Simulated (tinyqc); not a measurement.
Size effects in the resistivity of thin metal films and interconnect lines: one step, computed by the program tinyqc.

Electrons lose their drift at surfaces (a share 1 - p of the hits) and at grain boundaries (reflection R), besides bulk scattering. The line sits in a trench with a non-conducting liner on both walls and the bottom; the spacing equals the drawn width.

Question. Metal cross-section. Metal width w_m = w - 2t, height h_m = (aspect ratio) w - t, grain size D = (ratio) w_m.

Inputs (values chosen for the exercise, modelled on ruthenium):
```
quantity                          value  unit
drawn line width w                  6.9    nm
grain size over metal width         1.5     -
aspect ratio (height over width)    2.7     -
liner thickness t                   0.5    nm
```

Geometry: line.

Give: metal width w_m; metal height h_m; grain size D; share of the trench filled by metal.

Answer.

metal width w_m = 5.9 nm

metal height h_m = 18.13 nm

grain size D = 8.85 nm

share of the trench filled by metal = 83.21 %
